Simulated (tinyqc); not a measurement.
Sweep of the shear strain: two-band k.p model of the Delta valleys near the X point under shear strain.

Valley pair on the [001] axis, kz counted from the X point, c = hbar^2/2m0, k0 = kx0 2 pi/a. H = (c kz^2/ml + c (kx^2 + ky^2)/mt + c k0^2/ml) 1 + (2 c k0 kz/ml) sigma_z + (D exy - 2 c kx ky/Mp) sigma_x, so E = c kz^2/ml + c (kx^2 + ky^2)/mt + c k0^2/ml -/+ sqrt((2 c k0 kz/ml)^2 + (D exy - 2 c kx ky/Mp)^2). Without strain the lower band has its minima, E = 0, at kz = +/- k0. Shifts from diagonal strain are left out.

For |eta| < 1: k_min = k0 sqrt(1 - eta^2), E_min = -Delta eta^2/2, ml(eta) = ml/(1 - eta^2), 1/m[110] = 1/mt + eta/Mp, 1/m[1-10] = 1/mt - eta/Mp. For |eta| > 1 the minimum sits at X: E_min = -Delta (2 |eta| - 1)/2, ml(eta) = ml/(1 - 1/|eta|), and eta is replaced by its sign in the transverse masses. Here Delta = 2 c k0^2/ml and eta = D exy/Delta.

Constants: hbar^2/2m0 = 3.80998211 eV angstrom^2.

Values chosen for the exercise (near those of Si; the results hold for these values, not for the real material): a = 5.435 angstrom (lattice constant); ml = 0.935 m0 (longitudinal mass); mt = 0.195 m0 (transverse mass); kx0 = 0.154 2 pi/a (distance of the minimum from X); D = 13.8 eV (shear deformation potential); Mp = 0.237 m0 (coupling mass).

Delta = 2 c k0^2/ml, eta = D exy/Delta.

The minimum:

| exy | eta | k_min/k0 | E_min (meV) | ml(eta) | m[110] | m[1-10] | density-of-states mass |
|---|---|---|---|---|---|---|---|
| 0.0000 | 0.000 | 1.000 | 0.0 | 0.935 | 0.1950 | 0.1950 | 0.329 |
| 0.0019 | 0.102 | 0.995 | -1.3 | 0.945 | 0.1800 | 0.2128 | 0.331 |
| 0.0047 | 0.251 | 0.968 | -8.1 | 0.998 | 0.1616 | 0.2458 | 0.341 |
| 0.0094 | 0.502 | 0.865 | -32.6 | 1.250 | 0.1380 | 0.3323 | 0.386 |
| 0.0140 | 0.748 | 0.664 | -72.3 | 2.122 | 0.1207 | 0.5070 | 0.506 |
| 0.0168 | 0.898 | 0.441 | -104.0 | 4.808 | 0.1122 | 0.7456 | 0.738 |
| 0.0225 | 1.202 | 0.000 | -181.3 | 5.563 | 0.1070 | 1.1004 | 0.868 |
| 0.0299 | 1.597 | 0.000 | -283.5 | 2.500 | 0.1070 | 1.1004 | 0.665 |

The valleys reach X at eta = 1, that is exy = 0.0187. The shift is quadratic up to eta = 1 (-8.1 meV at eta = 0.25, -32.6 meV at 0.50) and linear beyond, while 1/m[110] rises linearly, taking m[110] from 0.195 to its floor 0.1070, a gain of 82 % in 1/m. ml(eta) diverges at eta = 1; the largest value listed is 5.56. A deformation-potential model with fixed masses misses all of this.

Program tinyqc; command `OMP_NUM_THREADS=1 python tinyqc.py 1080846 1080847 out.jsonl`; about 0.01 s on one thread of a shared Intel(R) Xeon(R) Processor @ 2.30GHz.
